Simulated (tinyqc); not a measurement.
How many levels, and whether to terminate: recursion (Haydock) method for the local density of states: bulk site of a cubic lattice.

One orbital a site at energy 0, hopping -t to the 6 nearest neighbours of a cubic lattice; the start u0 is a site in the bulk, with energy V. Recursion: a_n = <u_n|H|u_n>, b_(n+1) u_(n+1) = (H - a_n) u_n - b_n u_(n-1), b > 0. G(z) = 1/(z - a0 - b1^2/(z - a1 - b2^2/(...))), z = E + i eta. After n levels the tail is b_n^2 T with the square-root terminator T = (z - sqrt(z - 2b) sqrt(z + 2b))/(2 b^2), b = 3t so that the band edges lie at -/+ 6t.

Reference: the closed form for a chain (bulk 1/sqrt(z^2 - 4t^2), end site (z - sqrt(z^2 - 4t^2))/(2t^2)), averaged over 400 points (j + 1/2) pi/400 in each remaining direction with z shifted by 2t cos k, then G/(1 - V G).

Values chosen for the exercise: t = 1.29 eV (hopping); V = 0 eV (shift of the starting site); eta = 0.065 eV (broadening).

Energies as fractions of the half width 6t.

Density (1/eV):
```
fraction  E (eV)  2 levels  4 levels  7 levels  7, no terminator  reference
-1.10     -8.514    0.0006    0.0006    0.0007            0.0006     0.0007
-0.90     -6.966    0.0159    0.0173    0.0165            0.0211     0.0166
-0.60     -4.644    0.0475    0.0438    0.0439            0.0062     0.0447
-0.35     -2.709    0.0838    0.0915    0.0921            0.9777     0.0935
-0.15     -1.161    0.1126    0.1112    0.1122            0.0075     0.1096
0.00       0.000    0.1213    0.1106    0.1069            1.5457     0.1095
0.15       1.161    0.1126    0.1112    0.1122            0.0075     0.1096
0.35       2.709    0.0838    0.0915    0.0921            0.9777     0.0935
0.60       4.644    0.0475    0.0438    0.0439            0.0062     0.0447
0.90       6.966    0.0159    0.0173    0.0165            0.0211     0.0166
1.10       8.514    0.0006    0.0006    0.0007            0.0006     0.0007
```

How do the results move, and what explains it?

Largest errors against the reference: 0.0119 (2 levels), 0.0020 (4), 0.0026 (7) and 1.436 without terminator, which leaves seven broadened spikes in place of a band. With seven levels the error is largest at E = -1.16 and 1.16 eV. The error does not fall at every step in the number of levels.

Run: tinyqc, `OMP_NUM_THREADS=1 python tinyqc.py 1480874 1480875 out.jsonl`; Intel(R) Xeon(R) Processor @ 2.30GHz, one thread, shared host; about 0.1 s of CPU time with all checks.
